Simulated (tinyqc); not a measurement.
# Worked calculation: valence-band offset from core levels (Kraut method), with the dipole against the affinity rule

Program tinyqc, `OMP_NUM_THREADS=1 python tinyqc.py 2410117 2410118 out.jsonl`; Intel Xeon 2.30GHz, shared host, one thread, about 0.01 s. Printed values are rounded.

Binding energies are counted downwards from the Fermi level. dEv > 0 means that the valence edge of B lies below that of A, dEc > 0 that the conduction edge of B lies above that of A; dEc + dEv = EgB - EgA. The spectra are made-up values treated as data.

Parameters, values chosen for the exercise; gaps and affinities close to those of gallium nitride (A) and titanium oxide (B):
- EgA = 3.41 eV (gap of the substrate A)
- EgB = 3.09 eV (gap of the overlayer B)
- chiA = 4.08 eV (electron affinity of A)
- chiB = 3.84 eV (electron affinity of B)
- cA = 30.3 eV (core level of bare A)
- cB = 92.65 eV (core level of thick B)
- vB = 3.53 eV (valence-band maximum of thick B)
- ei = 5.5 (relative permittivity inside the dipole layer)
- dd = 0.15 nm (thickness of the dipole layer)
- iA = 30.03 eV (core level of A under a thin film of B)
- iB = 89.12 eV (core level of B in that thin film)
- bg = 80 (background counts in the gap)

Constants: q = 1.602176634e-19 C, eps0 = 8.8541878128e-14 F/cm where lengths are in cm. Results are converted to the units shown.

## Valence-band maximum of bare A

binding energy, point 0 to 5 (eV): [1, 1.12, 1.24, 1.36, 1.48, 1.6]
counts on the leading edge, point 0 to 5: [191, 248, 298, 354, 402, 459]

Fit a straight line to the leading edge by least squares; the maximum vA lies where it meets the background.

slope = 442.381 counts/eV
intercept = -249.762 counts
vA = 0.745425 eV

## Offsets

dEv = (iB - iA) - (cB - vB) + (cA - vA), dEc = EgB - EgA - dEv.

cA - vA = 29.5546 eV
cB - vB = 89.12 eV
iB - iA = 59.09 eV
dEv = -0.475425 eV
dEc = 0.155425 eV

The alignment is type II (staggered). The valence-band offset is below the 1 eV usually asked of a gate dielectric. A rigid shift of all levels, by charging or doping, cancels in the differences.

## Interface dipole

The affinity rule gives dEc(0) = chiA - chiB; the dipole step is D = dEc - dEc(0), and two sheets of opposite charge dd apart hold N = eps0 ei |D|/(q dd).

dEc(0) = 0.24 eV
D = -0.0845748 eV
N = 1.71376e13 cm^-2
field in the dipole layer = 5.63832 MV/cm

N is 0.024 elementary charges for each of about 7e14 surface atoms per cm^2.
